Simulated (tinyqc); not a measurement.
Inside a calculation. Method: RKS/PBE0 in the 3-21g basis, for H3-, spin multiplicity 1. The basis has no diffuse functions, so it cannot describe the extra electron: this is an exercise in the method, not the real anion. One step of it, computed by the program tinyqc.

Problem. Iteration 1: building the Kohn-Sham matrix. J_ij = sum D_kl (ij|kl), K_ij = sum D_kl (ik|jl); F = H + J - 0.125 K + V_xc; E = tr D H + tr D J / 2 - 0.0625 tr D K + E_xc + E_nn.

D at the start:
```
,1H 1s,1H 2s,2H 1s,2H 2s,3H 1s,3H 2s
1H 1s,2.091853,-5.963409,-1.436052,3.637856,-1.436052,3.637856
1H 2s,-5.963409,17.000358,4.093867,-10.370720,4.093867,-10.370720
2H 1s,-1.436052,4.093867,2.370575,-4.387077,-0.398882,-0.607682
2H 2s,3.637856,-10.370720,-4.387077,8.905259,-0.607682,3.747632
3H 1s,-1.436052,4.093867,-0.398882,-0.607682,2.370575,-4.387077
3H 2s,3.637856,-10.370720,-0.607682,3.747632,-4.387077,8.905259
```

core Hamiltonian H = T + V (hartree):
```
,1H 1s,1H 2s,2H 1s,2H 2s,3H 1s,3H 2s
1H 1s,-1.464626,-1.305366,-0.789524,-0.953762,-0.789524,-0.953762
1H 2s,-1.305366,-1.463483,-0.866976,-1.167095,-0.866976,-1.167095
2H 1s,-0.789524,-0.866976,-1.142718,-1.107126,-0.079371,-0.355487
2H 2s,-0.953762,-1.167095,-1.107126,-1.257781,-0.355487,-0.680467
3H 1s,-0.789524,-0.866976,-0.079371,-0.355487,-1.142718,-1.107126
3H 2s,-0.953762,-1.167095,-0.355487,-0.680467,-1.107126,-1.257781
```

Two-electron integrals (ij|kl) in chemists' order, unique and non-zero (hartree):
```
i,j,k,l,(ij|kl)
1,1,1,1,1.140145
2,1,1,1,0.611403
2,1,2,1,0.345152
2,2,1,1,0.626370
2,2,2,1,0.380329
2,2,2,2,0.482957
3,1,1,1,0.309361
3,1,2,1,0.176470
3,1,2,2,0.196891
3,1,3,1,0.118291
3,2,1,1,0.305003
3,2,2,1,0.184965
3,2,2,2,0.231037
3,2,3,1,0.131500
3,2,3,2,0.167795
3,3,1,1,0.626061
3,3,2,1,0.388459
3,3,2,2,0.501956
3,3,3,1,0.309361
3,3,3,2,0.419489
3,3,3,3,1.140145
4,1,1,1,0.419489
4,1,2,1,0.237781
4,1,2,2,0.263814
4,1,3,1,0.131500
4,1,3,2,0.140985
4,1,3,3,0.305003
4,1,4,1,0.167795
4,2,1,1,0.474896
4,2,2,1,0.290316
4,2,2,2,0.375017
4,2,3,1,0.167860
4,2,3,2,0.208792
4,2,3,3,0.474896
4,2,4,1,0.208792
4,2,4,2,0.312748
4,3,1,1,0.388459
4,3,2,1,0.239945
4,3,2,2,0.312039
4,3,3,1,0.176470
4,3,3,2,0.237781
4,3,3,3,0.611403
4,3,4,1,0.184965
4,3,4,2,0.290316
4,3,4,3,0.345152
4,4,1,1,0.501956
4,4,2,1,0.312039
4,4,2,2,0.421254
4,4,3,1,0.196891
4,4,3,2,0.263814
4,4,3,3,0.626370
4,4,4,1,0.231037
4,4,4,2,0.375017
4,4,4,3,0.380329
4,4,4,4,0.482957
5,1,1,1,0.309361
5,1,2,1,0.176470
5,1,2,2,0.196891
5,1,3,1,0.071523
5,1,3,2,0.073235
5,1,3,3,0.146136
5,1,4,1,0.112832
5,1,4,2,0.135336
5,1,4,3,0.093716
5,1,4,4,0.135392
5,1,5,1,0.118291
5,2,1,1,0.305003
5,2,2,1,0.184965
5,2,2,2,0.231037
5,2,3,1,0.073235
5,2,3,2,0.079289
5,2,3,3,0.160311
5,2,4,1,0.117107
5,2,4,2,0.154226
5,2,4,3,0.103224
5,2,4,4,0.154300
5,2,5,1,0.131500
5,2,5,2,0.167795
5,3,1,1,0.017737
5,3,2,1,0.009733
5,3,2,2,0.010219
5,3,3,1,0.004955
5,3,3,2,0.004989
5,3,3,3,0.010339
5,3,4,1,0.006689
5,3,4,2,0.007763
5,3,4,3,0.006389
5,3,4,4,0.008244
5,3,5,1,0.004955
5,3,5,2,0.004989
5,3,5,3,0.000280
5,4,1,1,0.115983
5,4,2,1,0.068961
5,4,2,2,0.082840
5,4,3,1,0.028132
5,4,3,2,0.029963
5,4,3,3,0.060473
5,4,4,1,0.044155
5,4,4,2,0.056495
5,4,4,3,0.038803
5,4,4,4,0.056893
5,4,5,1,0.046555
5,4,5,2,0.056284
5,4,5,3,0.001885
5,4,5,4,0.019361
5,5,1,1,0.626061
5,5,2,1,0.388459
5,5,2,2,0.501956
5,5,3,1,0.146136
5,5,3,2,0.160311
5,5,3,3,0.324632
5,5,4,1,0.240736
5,5,4,2,0.323910
5,5,4,3,0.209596
5,5,4,4,0.319507
5,5,5,1,0.309361
5,5,5,2,0.419489
5,5,5,3,0.010339
5,5,5,4,0.135811
5,5,5,5,1.140145
6,1,1,1,0.419489
6,1,2,1,0.237781
6,1,2,2,0.263814
6,1,3,1,0.112832
6,1,3,2,0.117107
6,1,3,3,0.240736
6,1,4,1,0.160063
6,1,4,2,0.194570
6,1,4,3,0.150989
6,1,4,4,0.204087
6,1,5,1,0.131500
6,1,5,2,0.140985
6,1,5,3,0.006689
6,1,5,4,0.051710
6,1,5,5,0.305003
6,1,6,1,0.167795
6,2,1,1,0.474896
6,2,2,1,0.290316
6,2,2,2,0.375017
6,2,3,1,0.135336
6,2,3,2,0.154226
6,2,3,3,0.323910
6,2,4,1,0.194570
6,2,4,2,0.272791
6,2,4,3,0.205062
6,2,4,4,0.291901
6,2,5,1,0.167860
6,2,5,2,0.208792
6,2,5,3,0.007763
6,2,5,4,0.072415
6,2,5,5,0.474896
6,2,6,1,0.208792
6,2,6,2,0.312748
6,3,1,1,0.115983
6,3,2,1,0.068961
6,3,2,2,0.082840
6,3,3,1,0.046555
6,3,3,2,0.056284
6,3,3,3,0.135811
6,3,4,1,0.051710
6,3,4,2,0.072415
6,3,4,3,0.077889
6,3,4,4,0.088156
6,3,5,1,0.028132
6,3,5,2,0.029963
6,3,5,3,0.001885
6,3,5,4,0.011362
6,3,5,5,0.060473
6,3,6,1,0.044155
6,3,6,2,0.056495
6,3,6,3,0.019361
6,4,1,1,0.262666
6,4,2,1,0.159490
6,4,2,2,0.202526
6,4,3,1,0.082565
6,4,3,2,0.096884
6,4,3,3,0.210493
6,4,4,1,0.110630
6,4,4,2,0.157262
6,4,4,3,0.130852
6,4,4,4,0.176651
6,4,5,1,0.082565
6,4,5,2,0.096884
6,4,5,3,0.004285
6,4,5,4,0.034739
6,4,5,5,0.210493
6,4,6,1,0.110630
6,4,6,2,0.157262
6,4,6,3,0.034739
6,4,6,4,0.084928
6,5,1,1,0.388459
6,5,2,1,0.239945
6,5,2,2,0.312039
6,5,3,1,0.093716
6,5,3,2,0.103224
6,5,3,3,0.209596
6,5,4,1,0.150989
6,5,4,2,0.205062
6,5,4,3,0.135196
6,5,4,4,0.204812
6,5,5,1,0.176470
6,5,5,2,0.237781
6,5,5,3,0.006389
6,5,5,4,0.077889
6,5,5,5,0.611403
6,5,6,1,0.184965
6,5,6,2,0.290316
6,5,6,3,0.038803
6,5,6,4,0.130852
6,5,6,5,0.345152
6,6,1,1,0.501956
6,6,2,1,0.312039
6,6,2,2,0.421254
6,6,3,1,0.135392
6,6,3,2,0.154300
6,6,3,3,0.319507
6,6,4,1,0.204087
6,6,4,2,0.291901
6,6,4,3,0.204812
6,6,4,4,0.304437
6,6,5,1,0.196891
6,6,5,2,0.263814
6,6,5,3,0.008244
6,6,5,4,0.088156
6,6,5,5,0.626370
6,6,6,1,0.231037
6,6,6,2,0.375017
6,6,6,3,0.056893
6,6,6,4,0.176651
6,6,6,5,0.380329
6,6,6,6,0.482957
```

nuclear repulsion = 1.62324298 hartree

V_xc (hartree):
```
,1H 1s,1H 2s,2H 1s,2H 2s,3H 1s,3H 2s
1H 1s,-0.406327,-0.199979,-0.124238,-0.139306,-0.124238,-0.139306
1H 2s,-0.199979,-0.214637,-0.145162,-0.175786,-0.145162,-0.175786
2H 1s,-0.124238,-0.145162,-0.428848,-0.208131,-0.005939,-0.048491
2H 2s,-0.139306,-0.175786,-0.208131,-0.225656,-0.048491,-0.090007
3H 1s,-0.124238,-0.145162,-0.005939,-0.048491,-0.428848,-0.208131
3H 2s,-0.139306,-0.175786,-0.048491,-0.090007,-0.208131,-0.225656
```

E_xc = sum of w rho eps_xc = -1.14647844 hartree

Give: Coulomb J; exchange K; Kohn-Sham matrix F; total energy of this density.

Solution.

Coulomb J (hartree):
```
,1H 1s,1H 2s,2H 1s,2H 2s,3H 1s,3H 2s
1H 1s,2.1273,1.2690,0.7021,0.8852,0.7021,0.8852
1H 2s,1.2690,1.6343,0.8662,1.2997,0.8662,1.2997
2H 1s,0.7021,0.8662,2.0742,1.2174,0.0343,0.2985
2H 2s,0.8852,1.2997,1.2174,1.5532,0.2985,0.6853
3H 1s,0.7021,0.8662,0.0343,0.2985,2.0742,1.2174
3H 2s,0.8852,1.2997,0.2985,0.6853,1.2174,1.5532
```

exchange K (hartree):
```
,1H 1s,1H 2s,2H 1s,2H 2s,3H 1s,3H 2s
1H 1s,0.4238,0.1120,0.0196,0.0814,0.0196,0.0814
1H 2s,0.1120,0.0932,0.1070,0.0801,0.1070,0.0801
2H 1s,0.0196,0.1070,0.5989,0.0982,-0.0163,0.0521
2H 2s,0.0814,0.0801,0.0982,0.1491,0.0521,0.0185
3H 1s,0.0196,0.1070,-0.0163,0.0521,0.5989,0.0982
3H 2s,0.0814,0.0801,0.0521,0.0185,0.0982,0.1491
```

Kohn-Sham matrix F (hartree):
```
,1H 1s,1H 2s,2H 1s,2H 2s,3H 1s,3H 2s
1H 1s,0.2034,-0.2504,-0.2142,-0.2180,-0.2142,-0.2180
1H 2s,-0.2504,-0.0554,-0.1593,-0.0532,-0.1593,-0.0532
2H 1s,-0.2142,-0.1593,0.4278,-0.1101,-0.0490,-0.1120
2H 2s,-0.2180,-0.0532,-0.1101,0.0511,-0.1120,-0.0874
3H 1s,-0.2142,-0.1593,-0.0490,-0.1120,0.4278,-0.1101
3H 2s,-0.2180,-0.0532,-0.1120,-0.0874,-0.1101,0.0511
```

total energy of this density = 3.503285 hartree
